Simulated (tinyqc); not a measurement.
# Long-channel MOSFET, surface-potential model: effects of single changes

n-channel transistor on a uniformly doped p-type body, gradual-channel approximation, constant mobility, Boltzmann statistics, full ionisation. Potentials are counted from the neutral body; V is the electron quasi-Fermi potential, Vsb at the source and Vsb + Vds at the drain. Charges are magnitudes per area.

Inputs (values chosen for the exercise); material values close to those of silicon: temperature T = 300 K; band gap Eg = 1.11 eV; relative permittivity of the semiconductor eps_r = 11.7; conduction-band density of states at T Nc = 2.83e19 cm^-3; valence-band density of states at T Nv = 2.62e19 cm^-3; acceptor density of the body Na = 4.4e15 cm^-3; relative permittivity of the gate insulator eox = 3.98; insulator thickness tox = 4.8 nm; flat-band voltage Vfb = -0.57 V; channel mobility mu = 280 cm^2/(V s); gate width W = 2 um; gate length L = 2 um; source-body reverse bias Vsb = 0 V; gate-source voltage Vgs = 0.62 V; drain-source voltage Vds = 0.5 V.

Constants: q = 1.602176634e-19 C, kB = 1.380649e-23 J/K, Vt = kB T/q, eps0 = 8.8541878128e-14 F/cm where lengths are in cm. Results are converted to the units shown.

Each table varies one quantity; the others keep the values above.

## Effect of the source-body reverse bias

ni = sqrt(Nc Nv) exp(-Eg/(2 Vt)), Eg in volts; phiF = Vt ln(Na/ni); Cox = eps0 eox/tox; gamma = sqrt(2 q eps0 eps_r Na)/Cox. The surface potential psi at channel potential V solves Vgs + Vsb - Vfb - psi = gamma sqrt(G), G = psi - Vt + Vt exp((psi - 2 phiF - V)/Vt). Charge sheet: Qi = Cox gamma [sqrt(G) - sqrt(psi - Vt)]; I = mu (W/L) [integral of Qi dpsi from psi_0 to psi_L (drift) + Vt (Qi0 - QiL) (diffusion)], with psi_0 at V = Vsb and psi_L at V = Vsb + Vds. VT = Vfb + 2 phiF + gamma sqrt(2 phiF + Vsb), m = 1 + gamma/(2 sqrt(2 phiF + Vsb)). The swing is 20 mV/log10[I(VT - 0.14 V)/I(VT - 0.16 V)] of the charge-sheet current at the given Vds.

The same in every row: gamma (V^0.5) = 0.05206.

Results:
```
Vsb (V)  VT (V)      m  swing (mV/decade)  I at Vgs, Vds (uA)
0        0.1308  1.032              63.43               10.15
0.25     0.1382  1.027              62.43               9.761
0.5      0.1446  1.024              61.90               9.416
1        0.1556  1.020              61.33               8.823
1.25     0.1605  1.019              61.16               8.562
1.5      0.1651  1.018              61.03               8.319
```

Estimate the missing row, Vsb = 0.75 V.

Computed row:
```
Vsb (V)  VT (V)      m  swing (mV/decade)  I at Vgs, Vds (uA)
0.75     0.1504  1.022              61.57               9.106
```

With this row back in the table: As Vsb goes from 0 to 1.5 V, VT rises from 0.131 to 0.165 V, the swing falls from 63.4 to 61.0 mV a decade and the current falls from 10.2 to 8.32 uA. The swing is 3.2 % above m Vt ln 10 in the first row and 0.73 % above it in the last.

## Effect of the acceptor density of the body

Same model as above.

Effect of the acceptor density of the body:
```
Na (cm^-3)  gamma (V^0.5)    VT (V)      m  swing (mV/decade)  I at Vgs, Vds (uA)
4.4e14            0.01646  -0.01836  1.011              62.55               16.44
8.1e14            0.02234   0.01798  1.015              62.62               14.91
1.5e15            0.03039   0.05656  1.020              62.79               13.27
2.8e15            0.04153   0.09833  1.026              63.10               11.50
5.1e15            0.05604    0.1420  1.034              63.56               9.695
9.5e15            0.07649    0.1923  1.046              64.23               7.706
1.8e16             0.1053    0.2515  1.062              65.19               5.576
```

Read the table: what changes, and by how much?

As Na goes from 4.4e14 to 1.8e16 cm^-3, VT rises from -0.0184 to 0.251 V, the swing rises from 62.6 to 65.2 mV a decade and the current falls from 16.4 to 5.58 uA. The swing is 3.9 % above m Vt ln 10 in the first row and 3.2 % above it in the last. For Na = 4.4e14 to 8.1e14 cm^-3 the surface electron density at the source passes 0.3 Nc, where degeneracy and quantisation, left out here, matter.

Numbers from tinyqc (`OMP_NUM_THREADS=1 python tinyqc.py 2360063 2360064 out.jsonl`; about 0.03 s on one thread of a shared Intel Xeon 2.30GHz).
